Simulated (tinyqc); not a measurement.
Inside a calculation. Method: tight binding, honeycomb lattice. Computed by tinyqc, a small Python program that keeps every step. Settings: t1 = 1.45, t2 = 0, phi = 0, delta = 1.22, points = 6. Command: `OMP_NUM_THREADS=1 python tinyqc.py 26431 26432 out.jsonl` (the two numbers bound the seeds that draw the settings). One thread of a shared host (Intel(R) Xeon(R) Processor @ 2.60GHz), about 0.01 s of CPU time with the checks.

## Bloch Hamiltonian at k

Parameters chosen for this model:
```
parameter,value,unit
t1,1.450000,"eV, nearest"
t2,0,"eV, second neighbours"
phi,0,"rad, phase of t2 (Haldane)"
delta,1.220000,"eV, +/- on A and B"
```

k point k (fractions of the reciprocal vectors): 0.0200  -0.3600

H_AB = -t1 (1 + exp(-i k.a1) + exp(-i k.a2)); H_AA = delta - 2 t2 sum cos(k.b + phi), H_BB = -delta - 2 t2 sum cos(k.b - phi), b = a1, a2 - a1, -a2.

H(k) at k (eV):
```
,A,B
A,1.2200,-1.9643-0.9355i
B,-1.9643+0.9355i,-1.2200
```

## Levels at k

Diagonalise the Hermitian matrix.

eigenvalues (eV): -2.4944  2.4944

weights |c|^2 of the basis functions:
```
,band 1,band 2
A,0.2555,0.7445
B,0.7445,0.2555
```

## Bloch Hamiltonian at K

k point K (fractions of the reciprocal vectors): 0.3333  0.6667

As before.

H(k) at K (eV):
```
,A,B
A,1.2200,0.0000
B,0.0000,-1.2200
```

## Levels at K

As before.

eigenvalues (eV): -1.2200  1.2200

weights |c|^2 of the basis functions:
```
,band 1,band 2
A,0.0000,1.0000
B,1.0000,0.0000
```

## Bands along a path

The same steps at evenly spaced points between the labelled ones.

Bands along the path (eV):
```
k,band 1,band 2
G,-4.5178,4.5178
G-K 0.33,-3.8689,3.8689
G-K 0.67,-2.3032,2.3032
K,-1.2200,1.2200
K-M 0.33,-1.4435,1.4435
K-M 0.67,-1.7647,1.7647
M,-1.8950,1.8950
M-K' 0.33,-1.7647,1.7647
M-K' 0.67,-1.4435,1.4435
K',-1.2200,1.2200
```

With 1 band(s) filled, the highest filled level on these points lies at K and the lowest empty one at K: a gap of 2.4400 eV, direct.

## Chern number of the lower band

On a 6 x 6 mesh, the phase of the product of overlaps around each plaquette (k1 then k2); the sum over 2 pi is an integer.

plaquette phases (rad):
```
,1,2,3,4,5,6
1,0.0000,-0.0291,-0.0998,0.0000,0.0523,0.0200
2,0.0291,0.0000,-0.0998,-0.3354,0.0000,0.0523
3,0.0998,0.0998,0.0000,-0.3354,-0.3354,0.0000
4,0.0000,0.3354,0.3354,0.0000,-0.0998,-0.0998
5,-0.0523,0.0000,0.3354,0.0998,0.0000,-0.0291
6,-0.0200,-0.0523,0.0000,0.0998,0.0291,0.0000
```

Chern number = 0.0000
